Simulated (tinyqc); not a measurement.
Silicon n-p-n transistor, Gummel numbers and transit times: two steps of the calculation.

One-dimensional n-p-n transistor in the forward active mode at low injection. In the base p(x) = NB exp(-eta x/wb) and ni(x)^2 = ni^2 exp((g0 + g1 x/wb)/Vt); electrons leave the base at vsat; band spikes at the emitter junction and recombination inside the emitter are ignored.

Parameters, values chosen for the exercise; band and dielectric values close to those of silicon:
- T = 350 K (temperature)
- Eg = 1.14 eV (band gap)
- eps_r = 11.7 (relative permittivity)
- Nc = 3.59e19 cm^-3 (conduction-band density of states at T)
- Nv = 3.29e19 cm^-3 (valence-band density of states at T)
- vsat = 1.01e7 cm/s (saturation velocity)
- wb = 190 nm (neutral base width)
- NB = 2e17 cm^-3 (base doping at the emitter edge)
- eta = 0 (doping falls as exp(-eta x/wb))
- g0 = 0 eV (gap reduction at the emitter edge of the base)
- g1 = 0 eV (further gap reduction across the base (linear))
- Dn = 5.3 cm^2/s (electron diffusion coefficient in the base)
- NE = 6.2e19 cm^-3 (emitter doping)
- gE = 0.094 eV (gap reduction in the emitter (negative: wider gap))
- we = 210 nm (neutral emitter width)
- Dp = 1.7 cm^2/s (hole diffusion coefficient in the emitter)
- Se = 60000 cm/s (recombination velocity at the emitter contact)
- tb = 3e-8 s (electron lifetime in the base)
- NC = 2.5e16 cm^-3 (collector doping)
- VCB = 1.6 V (collector-base reverse bias)

Constants: q = 1.602176634e-19 C, kB = 1.380649e-23 J/K, Vt = kB T/q, eps0 = 8.8541878128e-14 F/cm where lengths are in cm. Results are converted to the units shown.

Question 1. Base Gummel number and transit time. f(x) = p(x) ni^2/ni(x)^2; I(x) = integral from x to wb of f/Dn, plus f(wb)/vsat; base Gummel number GB = I(0); electron density per unit flux n/(J/q) = I/f; base transit time tauB = integral of I/f over the base. Trapezoid rule on 12 equal steps.

Wanted: x; f; I; I/f; GB; tauB.

Answer 1.

```
point,x (nm),f (cm^-3),I (s/cm^4),I/f (s/cm)
0,0.0,2.000e17,7.368e11,3.684e-6
1,15.8,2.000e17,6.770e11,3.385e-6
2,31.7,2.000e17,6.173e11,3.086e-6
3,47.5,2.000e17,5.575e11,2.788e-6
4,63.3,2.000e17,4.978e11,2.489e-6
5,79.2,2.000e17,4.380e11,2.190e-6
6,95.0,2.000e17,3.783e11,1.891e-6
7,110.8,2.000e17,3.185e11,1.593e-6
8,126.7,2.000e17,2.588e11,1.294e-6
9,142.5,2.000e17,1.990e11,9.952e-7
10,158.3,2.000e17,1.393e11,6.965e-7
11,174.2,2.000e17,7.955e10,3.978e-7
12,190.0,2.000e17,1.980e10,9.901e-8
```

GB = 7.368e11 s/cm^4
tauB = 35.94 ps

Question 2. Gain, Early voltage and collector delay. ni = sqrt(Nc Nv) exp(-Eg/(2 Vt)), Eg in volts; GE = NE exp(-gE/Vt)(we/Dp + 1/Se); JC = J0 exp(VBE/Vt), J0 = q ni^2/GB; gain limited by back injection GE/GB, by base recombination tb/tauB, together 1/beta = the sum of the inverses; collector layer one-sided, Wc = sqrt(2 eps0 eps_r (Vbc + VCB)/(q NC)), Vbc = Vt ln(p(wb) NC/ni^2), Cjc = eps0 eps_r/Wc; Early voltage VA = GB q p(wb)/(f(wb) Cjc [1/Dn - (eta + g1/Vt)/(wb vsat)]), f(wb) = p(wb) exp(-(g0 + g1)/Vt), p(wb) = NB exp(-eta); tauC = Wc/(2 vsat).

GB = 7.3678311e11 s/cm^4
tauB = 35.937792 ps

Wanted: ni; GE; J0; GE/GB; tb/tauB; beta; Wc; Cjc; VA; tauC.

Answer 2.

ni = 2.1306e11 cm^-3
GE = 7.9716e13 s/cm^4
J0 = 9.8715e-9 A/cm^2
GE/GB = 108.19
tb/tauB = 834.78
beta = 95.780
Wc = 349.90 nm
Cjc = 0.29607 fF/um^2
VA = 21.132 V
tauC = 1.7322 ps

The gain is limited more by back injection into the emitter. beta VA = 2020 V.

Range of the model: The collector doping exceeds a tenth of the base doping at that edge, so the collector layer reaches noticeably into the base. Heavy doping makes emitter or base degenerate; gE and g0 are to be read as apparent gap changes that include this.

Computed by the program tinyqc: `OMP_NUM_THREADS=1 python tinyqc.py 2320131 2320132 out.jsonl`, one thread of a shared Intel Xeon 2.30GHz, about 0.01 s for the whole run.
